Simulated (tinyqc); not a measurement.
# Changing the central-cell strength A

Model: effective-mass impurity with a central-cell term, in a basis of Slater functions. Computed by tinyqc, a small Python program. Command: `OMP_NUM_THREADS=1 python tinyqc.py 3017481 3017482 out.jsonl centralcell sweep`. One thread of a shared host (Intel(R) Xeon(R) Processor @ 2.30GHz), about 0.02 s of CPU time with the checks.

The envelope obeys H = -nabla^2 - (2/r) [Z + A exp(-kappa r)] in effective units, with kappa = a*/lambda; positive A deepens the well near the core.

Inputs (values chosen for the exercise, with mass and screening modelled on ZnO):
```
quantity                   value      unit
effective mass m            0.28       m_0
dielectric constant eps     8.24         -
charge Z of the core           1         -
central-cell range lambda    2.4  angstrom
```

Impurity: donor, one isotropic band.

Constants: Ry = 13.605693123 eV; a_0 = 0.529177210903 angstrom.

Method:
- Units: Ry* = Ry m/eps^2 and a* = a_0 eps/m, with m in m_0.
- kappa = a*/lambda; the hydrogenic ground state is bound by Z^2 Ry*.
- For s functions exp(-zeta r), with s = zeta_i + zeta_j: S = 2/s^3, T = zeta_i zeta_j S, V = -2 Z/s^2, W = -2 A/(s + kappa)^2; each function is normalised by dividing by sqrt(S_ii S_jj).
- Large basis: zeta_i = 0.06 x 1.6^(i-1), i = 1..22, same formulas; for p functions r exp(-zeta r): S = 24/s^5, T = zeta_i zeta_j S (centrifugal term included), V = -12 Z/s^4, W = -12 A/(s + kappa)^4; overlap eigenvalues below 1e-11 are dropped.
- Binding energies are -E Ry*; the effective quantum number is nu = Z/sqrt(-E); |psi(0)|^2 is given relative to the hydrogenic Z^3/(pi a*^3).

One run for each value; columns: (1) central-cell strength A; (2) 1s binding energy (meV); (3) 2s binding energy (meV); (4) 2p binding energy (meV); (5) effective quantum number of 1s; (6) relative |psi(0)|^2:
```
(1)        (2)     (3)     (4)     (5)     (6)
-0.510  53.279  13.674  14.022  1.0262  0.6818
-0.340  54.150  13.784  14.024  1.0179  0.7728
-0.180  55.033  13.895  14.025  1.0097  0.8713
-0.013  56.027  14.017  14.027  1.0007  0.9900
0.150   57.077  14.144  14.028  0.9915  1.1239
0.320   58.265  14.286  14.030  0.9813  1.2862
0.480   59.482  14.427  14.031  0.9712  1.4637
0.650   60.890  14.588  14.033  0.9599  1.6835
0.820   62.434  14.760  14.034  0.9480  1.9414
```

Over the rows, 1s binding energy (meV) rises from 53.3 to 62.4; 2s binding energy (meV) rises from 13.7 to 14.8; 2p binding energy (meV) rises from 14.022 to 14.034. The central cell acts through the density at the core, which is largest for 1s, smaller for 2s (an eighth for hydrogenic states) and zero for 2p.

Extremes, crossings and ranges named in words are read from the listed rows.
